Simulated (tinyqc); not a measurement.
What moves the exposure: standing waves and exposure in a photoresist film.

Normal incidence from air. Unexposed resist: N1 = n1 + i k1 with k1 = (A + B) lam/(4 pi), lam in micrometres. r01 = (1 - N1)/(1 + N1), t01 = 2/(1 + N1). Substrate Ns = ns + i ks: r12 = (N1 - Ns)/(N1 + Ns). With p = exp(2 pi i N1 d/lam), the field at depth z is E(z) = t01 [exp(2 pi i N1 z/lam) + r12 p^2 exp(-2 pi i N1 z/lam)]/(1 + r01 r12 p^2), the relative intensity I(z) = n1 |E(z)|^2 and the reflectance R = |(r01 + r12 p^2)/(1 + r01 r12 p^2)|^2.

Values chosen for the exercise (a resist on W, indices near tabulated ones; not measured data):
- lam = 365 nm (vacuum wavelength)
- n1 = 1.687 (resist index)
- A = 0.37 1/micrometre (bleachable absorption (Dill A))
- B = 0.07 1/micrometre (fixed absorption (Dill B))
- d = 1179 nm (resist thickness)
- ns = 3.403 (substrate n)
- ks = 2.462 (substrate k)

The mean of I is over 800 depths.

One parameter was then changed.

Results before and after:
```
case     |r12|^2       R  mean I  I at the bottom
base      0.2792  0.2774  0.7337           0.1695
changed   0.2781  0.2232  0.6603           0.1381
```

Which of these changes was made? (a) B = 0.27 1/micrometre; (b) n1 = 1.704; (c) ks = 2.216; (d) d = 1189 nm; (e) ns = 3.743.

Answer: (a) B = 0.27 1/micrometre. Of the candidates, run in turn, only this one gives the changed row.

All candidates:
```
case                   |r12|^2       R  mean I  I at the bottom
base                    0.2792  0.2774  0.7337           0.1695
d = 1189 nm             0.2792  0.2684  0.7381           0.1712
n1 = 1.704              0.2759  0.2662  0.7405           0.1751
B = 0.27 1/micrometre   0.2781  0.2232  0.6603           0.1381
ks = 2.216              0.2526  0.2644  0.7290           0.1772
ns = 3.743              0.2872  0.2800  0.7362           0.1524
```

Computed by tinyqc, a small Python program: `OMP_NUM_THREADS=1 python tinyqc.py 1680636 1680637 out.jsonl` (the numbers bound the seed that draws the inputs); one thread of a shared host (Intel(R) Xeon(R) Processor @ 2.30GHz), about 0.01 s for the whole set of steps.
